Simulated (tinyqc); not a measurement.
Hubbard chain of 3 sites, step by step. One step of it, computed by the program tinyqc.

Problem. The many-body Hamiltonian. Basis: all placements (u, d, 2, 0 on each site), up operators ordered before down ones; hops carry the sign of the same-spin electrons passed.

one-body matrix (hopping and site energies) (eV):
```
           1          2          3
1   0.380000  -1.790000   0.000000
2  -1.790000   0.270000  -1.790000
3   0.000000  -1.790000   0.250000
```

U = 10.400000 eV

electrons, up and down: 2  1

Give: H.

Solution.

H (eV):
```
         2u0      u20      uud      20u      udu      u02      duu      02u
2u0  11.4300  -1.7900   0.0000  -1.7900   0.0000   0.0000   0.0000   0.0000
u20  -1.7900  11.3200  -1.7900   0.0000  -1.7900   0.0000   0.0000   0.0000
uud   0.0000  -1.7900   0.9000   0.0000   0.0000  -1.7900   0.0000   0.0000
20u  -1.7900   0.0000   0.0000  11.4100  -1.7900   0.0000  -1.7900   0.0000
udu   0.0000  -1.7900   0.0000  -1.7900   0.9000  -1.7900   0.0000  -1.7900
u02   0.0000   0.0000  -1.7900   0.0000  -1.7900  11.2800   0.0000   0.0000
duu   0.0000   0.0000   0.0000  -1.7900   0.0000   0.0000   0.9000  -1.7900
02u   0.0000   0.0000   0.0000   0.0000  -1.7900   0.0000  -1.7900  11.1900
0u2   0.0000   0.0000   0.0000   0.0000   0.0000  -1.7900   0.0000  -1.7900

         0u2
2u0   0.0000
u20   0.0000
uud   0.0000
20u   0.0000
udu   0.0000
u02  -1.7900
duu   0.0000
02u  -1.7900
0u2  11.1700
```
